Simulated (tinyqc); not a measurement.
## Slope factor and drain-induced lowering from three currents

Problem. With source and body at 0 V, I = A exp((Vg + dd Vd)/(nf Vt)) (1 - exp(-Vd/Vt)). Find nf, the swing nf Vt ln 10 and dd.

Values chosen for this exercise:
```
symbol,value,unit,meaning
T,300,K,temperature
```

Constants: q = 1.602176634e-19 C, kB = 1.380649e-23 J/K, Vt = kB T/q. Results are converted to the units shown.

currents at (Vg, Vd) = (0, 0.05), (0, 0.7) and (0.08, 0.7) V (nA/um): [4.2129196e-4, 0.011411209, 0.12802225]

Solution. The pair at equal Vd gives nf; the pair at equal Vg, after dividing out the factors 1 - exp(-Vd/Vt), gives dd.

nf = 1.280
swing = 76.19 mV/decade
dd = 0.1600

Computed by the program tinyqc: `OMP_NUM_THREADS=1 python tinyqc.py 2242274 2242275 out.jsonl`, one thread of a shared Intel Xeon 2.30GHz, about 0.03 s for the whole run.
